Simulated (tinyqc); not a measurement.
Global model of a low-pressure process discharge: electron temperature, density, ion flux and ion energy: one step, computed by the program tinyqc. Command: `OMP_NUM_THREADS=1 python tinyqc.py 3110057 3110058 out.jsonl plasma walk`. One thread of a shared host (Intel(R) Xeon(R) Processor @ 2.30GHz), about 0.01 s of CPU time with the checks.

Maxwellian electrons with temperature T_e in eV, one positive ion, no negative ions, uniform bulk density n; rate constants have the Arrhenius form.

Task: Geometry factors. n_g = p/(k_B T_g); lambda_i = 1/(n_g sigma); h_L = 0.86/sqrt(3 + L/(2 lambda_i)), h_R = 0.8/sqrt(4 + R/lambda_i); A_eff = 2 pi R^2 h_L + 2 pi R L h_R; d_eff = pi R^2 L/A_eff.

Inputs (values chosen for the exercise, of the order of those of an inductive discharge in a simple atomic gas):

| quantity | value | unit |
|---|---|---|
| ion-neutral cross section | 8.8e-19 | m^2 |
| pressure p | 0.35 | Pa |
| gas temperature T_g | 300 | K |
| radius R | 8.2 | cm |
| height L | 8.9 | cm |

Constants: k_B = 1.380649e-23 J/K.

Give: gas density n_g; ion mean free path; h_L; h_R; A_eff; d_eff.

Result:

gas density n_g = 8.450e+19 1/m^3

ion mean free path = 1.345 cm

h_L = 0.3424

h_R = 0.2518

A_eff = 260.1 cm^2

d_eff = 7.228 cm
